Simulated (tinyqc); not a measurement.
Isotope shift of the local mode: vibrations of a mass or spring defect in a linear chain. Computed by tinyqc, a small Python program. Command: `OMP_NUM_THREADS=1 python tinyqc.py 3022562 3022563 out.jsonl localmode walk`. One thread of a shared host (Intel(R) Xeon(R) Processor @ 2.30GHz), about 0.01 s of CPU time with the checks.

A ring of N atoms with nearest-neighbour springs k and motion along the chain. Atom 1 is the defect, of mass M', and its two springs are k'. All other atoms have the mass M.

Inputs (values chosen for the exercise, for a model chain):
```
quantity                         value           unit
spring constant k                 6.69  eV/angstrom^2
host mass M                       81.2              u
defect mass M'                    26.4              u
spring ratio k'/k at the defect      1              -
isotope mass step                    2              u
```

Host: monatomic.

Constants: nu for 1 eV/(angstrom^2 u) = 15.6333042 THz.

Method:
- Host band: lambda from 0 to 4k/M.
- nu = 15.6333042 THz x sqrt(lambda), lambda in eV/(angstrom^2 u).
- D_ii = (sum of the two springs at i)/M_i, D_ij = -k_ij/sqrt(M_i M_j) for neighbours, closed into a ring.
- The same matrix for 120 atoms; amplitudes are the mass-weighted eigenvector, in size, relative to the defect, for the highest mode; its weight is the squared component of the normalised eigenvector on the defect.
- Raise M' by the isotope step in the 120-atom ring. First order, good only for a step much smaller than M': Delta nu/nu = -(1/2) (weight on the defect) Delta M'/M'; a defect vibrating against fixed neighbours would give sqrt(M'/(M' + step)) - 1.

highest frequency, long ring = 12.1619 THz

weight of the highest mode on the defect = 0.805882

shift, exact = -2.8686 %

shift, first order = -3.0526 %

shift, fixed neighbours = -3.5854 %

The shift is 80 % of the fixed-neighbour value; all other atoms together carry 19 % of the kinetic energy of the mode.

Extremes, crossings and ranges named in words are read from the listed rows.
